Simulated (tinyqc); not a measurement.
Changing the optical phonon energy hbar w: electron mobility of a polar semiconductor by Rode's iterative solution of the Boltzmann equation. Computed by tinyqc, a small Python program. Command: `OMP_NUM_THREADS=1 python tinyqc.py 3013060 3013061 out.jsonl rode sweep`. One thread of a shared host (Intel(R) Xeon(R) Processor @ 2.30GHz), about 0.03 s of CPU time with the checks.

The distribution is f(E) + e F l(E) (-df/dE) cos(theta) for a weak field F, theta counted from the force; l(E) is a mean free path. Elastic processes enter by their momentum rate, polar optical phonons by out- and in-scattering terms. One valley only: where upper valleys lie close, measured mobilities are lower. The density n is prescribed, even where a narrow-gap material would have more intrinsic carriers.

Inputs (values chosen for the exercise, modelled on GaSb):
```
quantity                              value    unit
effective mass m                     0.0408     m_0
static permittivity eps_s              15.7       -
high-frequency permittivity eps_inf    14.4       -
density rho                            5610  kg/m^3
sound velocity v_l                     4360     m/s
acoustic deformation potential D_A      6.8      eV
piezoelectric coupling K              0.033       -
electron density n                    2e+15  1/cm^3
compensation ratio C                      0       -
temperature T                           250       K
grid points per phonon energy s           6       -
iteration cap                           200       -
```

Band: parabolic. Elastic processes: acoustic, piezoelectric, impurity.

Constants: k_B = 8.617333262e-05 eV/K; m_0 = 9.1093837015e-31 kg; e = 1.602176634e-19 C; hbar = 1.054571817e-34 J s; eps_0 = 8.8541878128e-12 F/m; k_B = 1.380649e-23 J/K; hbar = 6.582119569e-16 eV s.

Method:
- Parabolic band: E = hbar^2 k^2/(2 m), speed v = hbar k/m, states per spin, volume and energy g(E) = m k/(2 pi^2 hbar^2). Masses are multiplied by m_0 and all formulas are in SI units.
- The reduced Fermi level eta = E_F/(k_B T) solves n = 2 Z int g f dE with f = 1/(1 + exp(x - eta)) (Z = 1 unless valleys are given); screening length L_s = sqrt(eps_s eps_0 k_B T/(e^2 dn/deta)), dn/deta = 2 Z int g f (1 - f) dE.
- Integrals over x = E/(k_B T) use 160 Gauss-Legendre points in u = sqrt(x) from 0 to sqrt(max(eta, 0) + 32).
- N_I = n (1 + C)/(1 - C).
- Phonon occupation N_q = 1/(exp(hbar w/(k_B T)) - 1).
- Acoustic deformation potential (elastic, equipartition, absorption and emission together): 1/tau = 2 pi k_B T D_A^2 g(E)/(hbar rho v_l^2).
- Piezoelectric (elastic, unscreened, momentum relaxation): 1/tau = e^2 K^2 k_B T m (1 + 2 alpha E)/(2 pi eps_s eps_0 hbar^3 k), with alpha = 0 for a parabolic band.
- Singly charged impurities, momentum relaxation: 1/tau = N_I e^4 m (1 + 2 alpha E) Phi/(8 pi (eps_s eps_0)^2 hbar^3 k^3), with alpha = 0 for a parabolic band.
- Brooks-Herring: Phi = ln(1 + b) - b/(1 + b), b = 4 k^2 L_s^2.
- Polar optical, unscreened: W = e^2 w (1/eps_inf - 1/eps_s) m (1 + 2 alpha E') ln|(k + k')/(k - k')| / (4 pi eps_0 hbar^2 k), times N_q for absorption (E' = E + hbar w) and N_q + 1 for emission (E' = E - hbar w > 0), with alpha = 0 for a parabolic band; mean cosine of the angle <cos> = (k^2 + k'^2)/(2 k k') - 1/ln|(k + k')/(k - k')|.
- Energy grid E_j = (j + 1/2) hbar w/s, j = 0, 1, ..., up to (max(eta, 0) + 18) k_B T, so that E_j +/- hbar w are grid points; l = 0 beyond the grid; integrals are sums times the spacing.
- With f' = f(E'): out-scattering S_o = sum over absorption and emission of W (1 - f')/(1 - f); nu = sum of elastic rates; the in-scattering weights are c+ = W_abs <cos> (1 - f')/(1 - f) for E' = E + hbar w and c- likewise for emission.
- Iteration: l_new(E) = [v(E) + c+ l(E + hbar w) + c- l(E - hbar w)]/(nu + S_o), from l = 0.
- mu = e sum g v l f (1 - f) / (3 k_B T sum g f) over the grid; stop when mu changes by less than 1e-8 of itself.
- Self-energy RTA: l = v/(nu + S_o), the first iteration. Momentum RTA: l = v/(nu + S_o - c+ v(E + hbar w)/v - c- v(E - hbar w)/v), listed only where the denominator is positive on the whole grid. The polar-only value solves the same system with nu = 0; the elastic value takes l = v/nu.

One run for each value; columns: (1) optical phonon energy hbar w (meV); (2) polar-phonon mobility (cm^2/(V s)); (3) mobility mu (cm^2/(V s)); (4) error of the self-energy RTA (%):
```
(1)         (2)         (3)      (4)
15   3.5863e+04  3.0435e+04  -54.897
20   3.9639e+04  3.2615e+04  -49.041
27   4.8872e+04  3.7862e+04  -41.923
35   6.6497e+04  4.7148e+04  -34.957
47   1.1275e+05  6.7550e+04  -26.178
62   2.2409e+05  1.0171e+05  -17.459
83   5.7510e+05  1.5344e+05   -8.942
110  1.8543e+06  2.0121e+05   -3.184
```

Over the rows, polar-phonon mobility (cm^2/(V s)) rises from 35900 to 1.85e6 (exponent d ln y / d ln x 0.35 between the first rows and 4.2 between the last); mobility mu (cm^2/(V s)) rises from 30400 to 201000 (exponent d ln y / d ln x 0.24 between the first rows and 0.96 between the last); error of the self-energy RTA (%) rises from -54.9 to -3.18 (exponent d ln y / d ln x -0.39 between the first rows and -3.7 between the last).
